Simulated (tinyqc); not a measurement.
Elastic strain and critical thickness of a cubic alloy layer A(1-x)B(x) on a thick substrate: one step, computed by the program tinyqc.

Strain is positive in tension. The layer is coherent with the substrate unless said otherwise.

Problem. Biaxial strain, stress and energy. (001): D = 2 C12/C11, M = C11 + C12 - 2 C12^2/C11. The free surface carries no normal stress, so e_perp = -D f; dV/V = 2 f + e_perp; stress = M f; energy per area = M f^2 h (1 GPa nm = 1 J/m^2).

Inputs (values chosen for the exercise, for a model alloy): layer thickness h = 16 nm.

Growth plane: (001).

elastic constants (GPa): C11 91.2112, C12 45.8555, C44 38.5050

misfit f = -0.01780952

Give: ratio D; normal strain e_perp; volume strain dV/V; biaxial modulus M; in-plane stress; strain energy per area.

Solution.

ratio D = 1.005

normal strain e_perp = 0.01791

volume strain dV/V = -0.01771

biaxial modulus M = 90.96 GPa

in-plane stress = -1.620 GPa

strain energy per area = 0.4616 J/m^2
